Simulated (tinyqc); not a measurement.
# Schottky diode by thermionic emission with image-force lowering and series resistance, step by step

Program tinyqc, `OMP_NUM_THREADS=1 python tinyqc.py 2640141 2640142 out.jsonl`; Intel Xeon 2.30GHz, shared host, one thread, about 0.01 s. Printed values are rounded.

Metal on an n-type semiconductor with one parabolic valley; V > 0 is forward bias (metal positive). I = I0 [exp(Vj/(n Vt)) - 1] with Vj = V - I Rs; I0 = S A* T^2 exp(-(phi - dphi)/Vt), the lowering dphi taken at zero bias.

Inputs (values chosen for the exercise); band and dielectric values close to those of gallium nitride:
- T = 250 K (temperature)
- me = 0.197 m0 (electron mass)
- eps_r = 9.43 (relative permittivity)
- phi = 0.51 eV (barrier height seen from the metal)
- Nd = 3.7e16 cm^-3 (donor density)
- S = 0.0033 cm^2 (area)
- n = 1.18 (ideality factor)
- Rs = 50 ohm (series resistance)
- V = 0.59 V (applied bias)

Constants: q = 1.602176634e-19 C, kB = 1.380649e-23 J/K, h = 6.62607015e-34 J s, m0 = 9.1093837015e-31 kg, Vt = kB T/q, eps0 = 8.8541878128e-14 F/cm where lengths are in cm. Results are converted to the units shown.

## Saturation current

A* = 4 pi q me m0 kB^2/h^3 (times 1e-4 for A/(cm^2 K^2)); Nc = 2 (2 pi me m0 kB T/h^2)^1.5 (times 1e-6 for cm^-3); xi = Vt ln(Nc/Nd), Vbi = phi - xi; surface field Em = sqrt(2 q Nd (Vbi - V - Vt)/(eps0 eps_r)); dphi = sqrt(q Em/(4 pi eps0 eps_r)). Here V = 0 in Em.

A* = 23.6741 A/(cm^2 K^2)
Nc = 1.66917e18 cm^-3
Vbi = 0.427938 V
Em = 75.9652 kV/cm
dphi = 34.0587 meV
I0 = 1.24197e-6 A

The lowering raises I0 by a factor of 4.86.

## Iteration 1: junction voltage

Vj at the start = 0.26 V

Fixed-point step: I = (V - Vj)/Rs, then Vj(new) = n Vt ln(1 + I/I0).

Vj after iteration 1 = 0.218070 V

## Iteration 2: junction voltage

As before.

Vj after iteration 2 = 0.221111 V

## Course of the iteration

Stop when Vj changes by less than 1e-10 V, or after 50 iterations.

Course of the iteration:

| iteration | Vj (V) | change (V) |
|---|---|---|
| 1 | 0.218070 | 0.0419 |
| 2 | 0.221111 | 3.04e-3 |
| 3 | 0.220902 | 2.09e-4 |
| 4 | 0.220916 | 1.44e-5 |
| 5 | 0.220915 | 9.90e-7 |
| 6 | 0.220915 | 6.81e-8 |
| 7 | 0.220915 | 4.69e-9 |
| 8 | 0.220915 | 3.23e-10 |
| 9 | 0.220915 | 2.23e-11 |

Converged in 9 iterations. The error shrinks by n Vt/(Rs (I + I0)) = 0.069 a step near the solution.

## Current and small-signal resistance

converged Vj = 0.220915 V

I = I0 [exp(Vj/(n Vt)) - 1], dV/dI = Rs + n Vt/(I + I0).

I = 7.38169 mA
drop over Rs = 0.369085 V
dV/dI = 53.4432 ohm
